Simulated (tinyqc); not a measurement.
From results back to parameters: band gaps under pressure and temperature from deformation potentials. Two cases, with inputs chosen for the exercise.

Problem. A gap falls from its value at 0 K by aV T^2/(T + bV). The falls at two temperatures are given.

Find: T^2/fall; aV; bV.

Method. T^2/fall = (T + bV)/aV is a straight line in T with slope 1/aV and intercept bV/aV.

Case 1.

Values chosen (out of a larger set: near those of GaAs, the X and L potentials typical of such crystals; not measured data): T12 = (100, 400) K (two temperatures).

falls at the two temperatures (meV): 18.664384  147.297297

Solution.

T^2/fall (K^2/meV): 535.8  1086.2

aV = 0.545 meV/K
bV = 192 K

Case 2.

Values chosen (out of a larger set: near those of GaAs, the X and L potentials typical of such crystals; not measured data): T12 = (77, 200) K (two temperatures).

falls at the two temperatures (meV): 10.581618  50.024331

Solution.

T^2/fall (K^2/meV): 560.3  799.6

aV = 0.514 meV/K
bV = 211 K

Computed by tinyqc, one run a case: `OMP_NUM_THREADS=1 python tinyqc.py N N+1 out.jsonl` with N = 1081153, 1081215; one thread of a shared Intel(R) Xeon(R) Processor @ 2.30GHz, about 0.01 s a run at most.
